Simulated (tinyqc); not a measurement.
Interband optics of a two-band s-p chain from momentum matrix elements, step by step. Values are carried at full precision from step to step, so a last printed digit may differ when a step is redone from the rounded ones.

H(k) = [[Es - 2 ts cos ka, 2i V sin ka], [-2i V sin ka, Ep_ + 2 tp cos ka]] in the basis s, p; the lower band is full, with two electrons a cell. The velocity operator times hbar is W = dH/dk (eV angstrom); intra-atomic dipoles are left out.

Constants: hbar^2/2m0 = 3.80998211 eV angstrom^2; e^2/(4 pi eps0) = 14.39964547 eV angstrom.

Inputs chosen for the exercise: a = 4.46 angstrom (period); Es = 1.92 eV (upper orbital (s)); Ep_ = -3.92 eV (lower orbital (p)); ts = 0.62 eV (s-s hopping); tp = 0.26 eV (p-p hopping); V = 1.73 eV (s-p hopping); k = 0.06 2 pi/a (wave vector); N = 12 (k points); Ar = 13.3 angstrom^2 (cross-section per chain); eta = 0.1 eV (Lorentzian half width); E = 2.17 eV (photon energy).

## Hamiltonian and velocity at one k

Form H and W = dH/dk.

H (eV):
```
          s        p
s    0.7671  1.2737i
p  -1.2737i  -3.4365
```

W (eV angstrom):
```
           s         p
s     2.0359  14.3479i
p  -14.3479i   -0.8538
```

## Matrix element between the bands

Diagonalise H, transform W, and form w = |W_cv|^2, the Kane-type energy w/c and the oscillator strength f = w/(c D), c = hbar^2/2m0, D = Ec - Ev.

Ev, Ec (eV): -3.7923  1.1229

weights:
```
        v       c
s  0.0724  0.9276
p  0.9276  0.0724
```

slopes dEv/dk, dEc/dk (eV angstrom): -8.081  9.263

w = 132.752 eV^2 angstrom^2
w/c = 34.843 eV
f = 7.089

## Transitions on the mesh

At each k_j = (j + 1/2)/N (2 pi/a) up to the zone edge give D = Ec - Ev, w = |<c|W|v>|^2 and f = w/(c D), c = hbar^2/2m0; the other half of the zone repeats the values.

Transitions:

| k (2 pi/a) | D (eV) | w (eV^2 angstrom^2) | f |
|---|---|---|---|
| 0.0417 | 4.5108 | 176.282 | 10.257 |
| 0.1250 | 6.7128 | 29.671 | 1.160 |
| 0.2083 | 8.5832 | 0.200 | 0.006 |
| 0.2917 | 9.1822 | 30.229 | 0.864 |
| 0.3750 | 8.6101 | 111.420 | 3.397 |
| 0.4583 | 7.7498 | 217.180 | 7.355 |

D runs from 4.511 to 9.182 eV on the mesh; f is largest at k = 0.0417.

## Dielectric function from the table

With w(k) = |<c|W|v>|^2 and D(k) = Ec - Ev, on the mesh k_j = (j + 1/2)/N (2 pi/a): eps(E) = 1 + (8 pi e2/(a Ar)) mean_j (w/D^2) [1/(D - E - i eta) + 1/(D + E + i eta)], e2 = e^2/(4 pi eps0); light polarised along the chains, no local fields.

Take the mean over the rows. Also eps(0) at eta = 0, and the effective electrons per cell n_eff = 2 mean(f).

eps(E) = 7.791+0.154i
eps(0) = 6.489
n_eff = 7.680

On a mesh of 2000 points the values are 8.234+0.182i, 6.739 and 7.756. n_eff need not equal the 2 electrons of the cell: a two-orbital basis with chosen hoppings does not obey the sum rule of free electrons.

## Checks

- Curvature of the lower band against <v|d2H/dk2|v> - 2 w/D (eV angstrom^2): both -48.15.
- Zone mean of 2 w/D against the zone mean of <v|d2H/dk2|v>, the f-sum rule of a full band (eV angstrom^2): both 29.549.

Computed by tinyqc, a small Python program: `OMP_NUM_THREADS=1 python tinyqc.py 1680931 1680932 out.jsonl` (the numbers bound the seed that draws the inputs); one thread of a shared host (Intel(R) Xeon(R) Processor @ 2.30GHz), about 0.01 s for the whole set of steps.
